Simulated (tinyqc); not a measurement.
# Input admittance of a MOSFET at zero drain bias: distributed channel and distributed gate: effects of single changes

Source and drain grounded, strong inversion, w = 2 pi f, Cox = eps0 eox/tox. The channel is an RC line of resistance 1/(mu Cox Vo) per square fed from both ends, so one finger has the intrinsic admittance y = i w Cox L tanh(g)/g per width, g = (1/2) sqrt(i w tau), tau = L^2/(mu Vo). The vertical resistance rv/L is in series with y, the overlaps 2 i w Cov in parallel: y_t = 1/(1/y + rv/L) + 2 i w Cov. The gate strip is a line of Rsh/L per length loaded by y_t, so a finger has Y = y_t Wf tanh(k)/k, k = (Wf/sd) sqrt(y_t Rsh/L); the device has Nf Y.

Parameters, values chosen for the exercise; values of the order met in silicon radio-frequency transistors:
- eox = 25.2 (relative permittivity of the gate insulator (close to zirconium oxide))
- tox = 20 nm (insulator thickness)
- L = 1.9 um (channel length)
- Wf = 5.1 um (finger width)
- Nf = 16 (number of fingers)
- mu = 210 cm^2/(V s) (channel mobility)
- Vo = 0.8 V (gate overdrive)
- Rsh = 17 ohm/square (sheet resistance of the gate)
- rv = 0 ohm um^2 (vertical resistivity of the gate stack)
- sd = 1 (number of ends at which a finger is contacted)
- Cov = 0.33 fF/um (overlap and fringe capacitance on each side)
- f = 1.2 GHz (frequency)

Constants: eps0 = 8.8541878128e-14 F/cm where lengths are in cm. Results are converted to the units shown.

Each table varies one quantity; the others keep the values above.

## Input impedance against frequency

Low-frequency limits, with c = Cox L and ct = c + 2 Cov: R_strip = Rsh Wf/(3 sd^2 L Nf), R_ch = (c/ct)^2 L/(12 mu Cox Vo Wf Nf), R_vert = (c/ct)^2 rv/(L Wf Nf), C = ct Wf Nf. Z = 1/(Nf Y) = R + 1/(i w C), Q = |Im Z|/R, far-point signal |1/cosh k|.

The same in every row: low-frequency R (ohm) = 10.69.

Input impedance against frequency:
```
f (GHz)    w tau      |k|  R (ohm)  C (fF)       Q  signal at the far point
0.01     0.01350  0.01788    10.69    1784   835.0                    1.000
0.03     0.04050  0.03096    10.69    1784   278.3                    1.000
0.09      0.1215  0.05363    10.69    1783   92.78                    1.000
0.2       0.2700  0.07994    10.69    1783   41.75                   0.9999
0.7       0.9451   0.1493    10.68    1781   11.95                   0.9991
2          2.700   0.2486    10.65    1764   4.236                   0.9932
5          6.751   0.3658    10.47    1668   1.821                   0.9697
10         13.50   0.4461    9.915    1423   1.128                   0.9391
40         54.01   0.6031    6.101   672.7  0.9693                   0.8865
```

R falls from 10.7 to 6.10 ohm and C falls from 1780 to 673 fF. Q goes as f^(-1.00) between the first two rows and f^(-0.11) between the last two, where w tau = 54.0 and |k| = 0.603. The low-frequency limits hold both R and C within 5 % up to f = 2 GHz among the rows.

## Effect of the channel length

Same model as above.

Result of one run:
```
L (um)     w tau     |k|  R (ohm)  low-frequency R (ohm)  C (fF)      Q  signal at the far point
0.03    4.039e-4  0.3325    60.22                  60.23   81.14  27.14                   0.9990
```

What becomes of these results when the channel length L is changed from 0.03 to 3 um, all else the same?

Result of the changed run:
```
L (um)  w tau     |k|  R (ohm)  low-frequency R (ohm)  C (fF)      Q  signal at the far point
3       4.039  0.1878    16.21                  16.32    2719  3.009                   0.9946
```

The whole series:
```
L (um)     w tau     |k|  R (ohm)  low-frequency R (ohm)  C (fF)      Q  signal at the far point
0.03    4.039e-4  0.3325    60.22                  60.23   81.14  27.14                   0.9990
0.058   0.001510  0.2741    31.22                  31.22   106.6  39.84                   0.9995
0.11    0.005430  0.2392    16.67                  16.67   154.0  51.66                   0.9997
0.22     0.02172  0.2172    8.955                  8.955   254.1  58.28                   0.9998
0.42     0.07917  0.2060    6.059                  6.059   436.2  50.19                   0.9997
0.8       0.2872  0.1998    6.037                  6.037   782.0  28.09                   0.9994
1.6        1.149  0.1958    9.231                  9.236    1507  9.533                   0.9981
3          4.039  0.1878    16.21                  16.32    2719  3.009                   0.9946
```

As L goes from 0.03 to 3, R goes from 60.2 through a minimum of 6.04 (at L = 0.8 among the rows listed) to 16.2 ohm, C rises from 81.1 to 2720 fF and Q goes from 27.1 through a maximum of 58.3 (at L = 0.22 among the rows listed) to 3.01. R_strip falls as 1/L while R_ch grows with L, which gives the minimum of R.

Numbers from tinyqc (`OMP_NUM_THREADS=1 python tinyqc.py 2262208 2262209 out.jsonl`; about 0.01 s on one thread of a shared Intel Xeon 2.30GHz).
